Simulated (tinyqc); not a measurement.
## Short-channel transistor, virtual-source model with series resistance: effect of the temperature on the on and off currents

The current per gate width is the charge at the top of the source barrier (the virtual source) times its velocity times a saturation function; al and be are fitting constants of the model. Units: I in uA/um, Rs in ohm um, so I Rs = 1e-6 I Rs in volts; Q in uC/cm^2, so I = 1e-4 Q vx0 Fsat with vx0 in cm/s.

Intrinsic voltages Vg' = Vgs - I Rs, Vd' = Vds - 2 I Rs. n = n0 + nd Vd', VT = VT0 - dl Vd', Ff = 1/(1 + exp((Vg' - VT + al Vt/2)/(al Vt))), Q = Cinv n Vt ln(1 + exp((Vg' - VT + al Vt Ff)/(n Vt))), Vdsat = (vx0 L/mu)(1 - Ff) + Vt Ff, Fsat = u/(1 + u^be)^(1/be) with u = Vd'/Vdsat, and I = Q vx0 Fsat per width. I is solved self-consistently. Ion is I at Vgs = Vds = 0.6 V, Ioff at Vgs = 0, Vds = 0.6 V, and Rlin = Vds/I at Vgs = 0.6 V, Vds = 0.05 V. mu, vx0, VT0, dl and n0 are held fixed.

Values chosen for this exercise: inversion capacitance Cinv = 2.91 uF/cm^2; velocity at the virtual source vx0 = 5.37e6 cm/s; apparent mobility mu = 1400 cm^2/(V s); channel length L = 16 nm; threshold at zero drain voltage VT0 = 0.307 V; drain-induced barrier lowering dl = 0.081 V/V; subthreshold factor n0 = 1.28; growth of n with drain voltage nd = 0.1 1/V; threshold shift (in units of Vt) from weak to strong inversion al = 3.5; sharpness of saturation be = 1.6; series resistance of each contact Rs = 150 ohm um.

Constants: q = 1.602176634e-19 C, kB = 1.380649e-23 J/K, Vt = kB T/q. Results are converted to the units shown.

Effect of the temperature on the on and off currents:
```
T (K),Ion (uA/um),Ioff (nA/um),log10(Ion/Ioff),Rlin (ohm um)
200,419.86,6.4017,4.8168,317.03
230,420.40,30.357,4.1414,317.24
260,421.20,100.10,3.6241,317.57
290,422.28,256.44,3.2166,318.03
320,423.65,547.64,2.8885,318.62
350,425.28,1021.6,2.6194,319.33
380,427.19,1719.6,2.3952,320.16
410,429.34,2672.6,2.2059,321.09
```

As T goes from 200 to 410 K, Ion rises from 420 to 429 uA/um, Ioff rises from 6.40 to 2670 nA/um and Rlin rises from 317 to 321 ohm um. Ion changes by a factor of 1.02 and Ioff by 417. For T = 350 to 410 K the off current passes 1 uA/um, so the device is hardly off at Vgs = 0.

Program tinyqc, `OMP_NUM_THREADS=1 python tinyqc.py 2380096 2380097 out.jsonl`; Intel Xeon 2.30GHz, shared host, one thread, about 0.01 s.
